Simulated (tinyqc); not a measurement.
Slope factor and drain-induced lowering from three currents.

Inverse problem. With source and body at 0 V, I = A exp((Vg + dd Vd)/(nf Vt)) (1 - exp(-Vd/Vt)). Find nf, the swing nf Vt ln 10 and dd.

Parameters, values chosen for the exercise: temperature T = 358 K.

Constants: q = 1.602176634e-19 C, kB = 1.380649e-23 J/K, Vt = kB T/q. Results are converted to the units shown.

currents at (Vg, Vd) = (0, 0.05), (0, 0.8) and (0.06, 0.8) V (nA/um): [0.027741649, 0.79175529, 3.4552665]

Answer. The pair at equal Vd gives nf; the pair at equal Vg, after dividing out the factors 1 - exp(-Vd/Vt), gives dd.

nf = 1.32
swing = 93.8 mV/decade
dd = 0.170

tinyqc, about 0.03 s, one thread, Intel Xeon 2.30GHz (shared host): `OMP_NUM_THREADS=1 python tinyqc.py 2242254 2242255 out.jsonl`
